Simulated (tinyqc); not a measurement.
Worked calculation: Hubbard chain of 4 sites. Computed by tinyqc, a small Python program that keeps every step. Settings: hopping = 0.85, U = 2.4, mixing = 0.2, iteration cap = 68. Command: `OMP_NUM_THREADS=1 python tinyqc.py 31374 31375 out.jsonl` (the two numbers bound the seeds that draw the settings). One thread of a shared host (Intel(R) Xeon(R) Processor @ 2.60GHz), about 0.1 s of CPU time with the checks. Later iterations appear only in the table of the cycle.

## Mean-field iteration 1

one-body matrix (hopping and site energies) (eV), order 1, 2, 3, 4:
$$\begin{pmatrix}
0.0000 & -0.8500 & 0.0000 & 0.0000 \\
-0.8500 & 0.0000 & -0.8500 & 0.0000 \\
0.0000 & -0.8500 & 0.0000 & -0.8500 \\
0.0000 & 0.0000 & -0.8500 & 0.0000
\end{pmatrix}$$

U = 2.4000 eV

electrons, up and down: [1, 1]

mixing = 0.2000

n(up) at the start (a guess, not normalised): 1 0.7000, 2 0.0000, 3 0.7000, 4 0.0000

n(down) at the start (a guess): 1 0.0000, 2 0.7000, 3 0.0000, 4 0.7000

H(up) = T + U n(down), H(down) = T + U n(up); fill the lowest levels; n(new) = n + mixing (n(out) - n); E = tr T (rho up + rho down) + U sum n_up n_down of the output.

levels, up (eV): [-0.7716, -0.1507, 1.8307, 2.4516]

levels, down (eV): [-0.7716, -0.1507, 1.8307, 2.4516]

energy = -1.8231 eV

n(up) after iteration 1: 1 0.6020, 2 0.0346, 3 0.6701, 4 0.0132

n(down) after iteration 1: 1 0.0132, 2 0.6701, 3 0.0346, 4 0.6020

## Mean-field iteration 2

As before.

levels, up (eV): [-0.7499, -0.1252, 1.6573, 2.3858]

levels, down (eV): [-0.7499, -0.1252, 1.6573, 2.3858]

energy = -1.8757 eV

n(up) after iteration 2: 1 0.5250, 2 0.0644, 3 0.6404, 4 0.0262

n(down) after iteration 2: 1 0.0262, 2 0.6404, 3 0.0644, 4 0.5250

## Mean-field iteration 3

As before.

levels, up (eV): [-0.7357, -0.1045, 1.5203, 2.3344]

levels, down (eV): [-0.7357, -0.1045, 1.5203, 2.3344]

energy = -1.9171 eV

n(up) after iteration 3: 1 0.4636, 2 0.0900, 3 0.6121, 4 0.0391

n(down) after iteration 3: 1 0.0391, 2 0.6121, 3 0.0900, 4 0.4636

## Convergence

Each step fills the lowest levels of T + U n(other spin) and sets n(new) = n + mixing (n(out) - n); stop when output and input agree to 1e-8.

Course of the cycle:
```
iteration     E (eV)  largest |n(out) - n(in)|  mean |n_up - n_down|
1          -1.823063                  4.90e-01                0.2606
2          -1.875666                  3.85e-01                0.2384
3          -1.917138                  3.07e-01                0.2169
4          -1.949927                  2.48e-01                0.1964
5          -1.975974                  2.03e-01                0.1770
6          -1.996779                  1.69e-01                0.1589
7          -2.013498                  1.43e-01                0.1422
8          -2.027027                  1.22e-01                0.1268
9          -2.038069                  1.06e-01                0.1127
10         -2.047176                  9.30e-02                0.0998
11         -2.054787                  8.26e-02                0.1029
...              ...                       ...                   ...
58         -2.124032                  1.99e-03                0.3353
59         -2.124037                  1.79e-03                0.3356
60         -2.124040                  1.62e-03                0.3359
61         -2.124043                  1.46e-03                0.3361
62         -2.124045                  1.32e-03                0.3363
63         -2.124047                  1.19e-03                0.3365
64         -2.124048                  1.07e-03                0.3367
65         -2.124049                  9.67e-04                0.3368
66         -2.124050                  8.72e-04                0.3370
67         -2.124051                  7.86e-04                0.3371
68         -2.124052                  7.09e-04                0.3372
```

Not converged within 68 iterations: the residual falls steadily but slowly, by a factor of about 0.90 a step. The lowest mean-field energy found from random starts is -2.12405 eV. Reruns (cap 100 unless said): mixing 0.5: converged in 66 (E = -2.12405); mixing 0.9: converged in 33 (E = -2.12405); the original settings with a cap of 400: converged in 176 (E = -2.12405).

## The many-body Hamiltonian

Basis: all placements (u, d, 2, 0 on each site), up operators ordered before down ones; hops carry the sign of the same-spin electrons passed.

H (eV):
```
         2000     ud00     u0d0     u00d     du00     0200     0ud0     0u0d
2000   2.4000  -0.8500   0.0000   0.0000  -0.8500   0.0000   0.0000   0.0000
ud00  -0.8500   0.0000  -0.8500   0.0000   0.0000  -0.8500   0.0000   0.0000
u0d0   0.0000  -0.8500   0.0000  -0.8500   0.0000   0.0000  -0.8500   0.0000
u00d   0.0000   0.0000  -0.8500   0.0000   0.0000   0.0000   0.0000  -0.8500
du00  -0.8500   0.0000   0.0000   0.0000   0.0000  -0.8500   0.0000   0.0000
0200   0.0000  -0.8500   0.0000   0.0000  -0.8500   2.4000  -0.8500   0.0000
0ud0   0.0000   0.0000  -0.8500   0.0000   0.0000  -0.8500   0.0000  -0.8500
0u0d   0.0000   0.0000   0.0000  -0.8500   0.0000   0.0000  -0.8500   0.0000
d0u0   0.0000   0.0000   0.0000   0.0000  -0.8500   0.0000   0.0000   0.0000
0du0   0.0000   0.0000   0.0000   0.0000   0.0000  -0.8500   0.0000   0.0000
0020   0.0000   0.0000   0.0000   0.0000   0.0000   0.0000  -0.8500   0.0000
00ud   0.0000   0.0000   0.0000   0.0000   0.0000   0.0000   0.0000  -0.8500
d00u   0.0000   0.0000   0.0000   0.0000   0.0000   0.0000   0.0000   0.0000
0d0u   0.0000   0.0000   0.0000   0.0000   0.0000   0.0000   0.0000   0.0000
00du   0.0000   0.0000   0.0000   0.0000   0.0000   0.0000   0.0000   0.0000
0002   0.0000   0.0000   0.0000   0.0000   0.0000   0.0000   0.0000   0.0000

         d0u0     0du0     0020     00ud     d00u     0d0u     00du     0002
2000   0.0000   0.0000   0.0000   0.0000   0.0000   0.0000   0.0000   0.0000
ud00   0.0000   0.0000   0.0000   0.0000   0.0000   0.0000   0.0000   0.0000
u0d0   0.0000   0.0000   0.0000   0.0000   0.0000   0.0000   0.0000   0.0000
u00d   0.0000   0.0000   0.0000   0.0000   0.0000   0.0000   0.0000   0.0000
du00  -0.8500   0.0000   0.0000   0.0000   0.0000   0.0000   0.0000   0.0000
0200   0.0000  -0.8500   0.0000   0.0000   0.0000   0.0000   0.0000   0.0000
0ud0   0.0000   0.0000  -0.8500   0.0000   0.0000   0.0000   0.0000   0.0000
0u0d   0.0000   0.0000   0.0000  -0.8500   0.0000   0.0000   0.0000   0.0000
d0u0   0.0000  -0.8500   0.0000   0.0000  -0.8500   0.0000   0.0000   0.0000
0du0  -0.8500   0.0000  -0.8500   0.0000   0.0000  -0.8500   0.0000   0.0000
0020   0.0000  -0.8500   2.4000  -0.8500   0.0000   0.0000  -0.8500   0.0000
00ud   0.0000   0.0000  -0.8500   0.0000   0.0000   0.0000   0.0000  -0.8500
d00u  -0.8500   0.0000   0.0000   0.0000   0.0000  -0.8500   0.0000   0.0000
0d0u   0.0000  -0.8500   0.0000   0.0000  -0.8500   0.0000  -0.8500   0.0000
00du   0.0000   0.0000  -0.8500   0.0000   0.0000  -0.8500   0.0000  -0.8500
0002   0.0000   0.0000   0.0000  -0.8500   0.0000   0.0000  -0.8500   2.4000
```

## Exact diagonalisation (16 states)

Lowest levels of the sector, and the double occupancy of the lowest state.

lowest levels (eV): [-2.3143, -1.9007, -1.3226, -0.8500, -0.5986, -0.2949]

double occupancy per site = 0.0252

## The lowest level by Lanczos steps

From a random start vector (not printed): a_j = <q_j|H|q_j>, b_j = norm of the remainder after orthogonalising; the Ritz value is the lowest eigenvalue of the tridiagonal matrix of a and b so far.

Lanczos:
```
j   a_j (eV)  b_j (eV)  lowest Ritz value (eV)
1     0.0903    1.5609                0.090307
2    -0.1196    1.5468               -1.579077
3     1.0783    1.5820               -2.034687
4     0.6472    1.4863               -2.190341
5     0.4750    1.5151               -2.264691
6     1.6101    1.3142               -2.294299
7     0.5773    2.0890               -2.301984
8     1.2740    1.1727               -2.310489
9     0.4351    0.7901               -2.313937
10    1.7952    1.0211               -2.314225
```
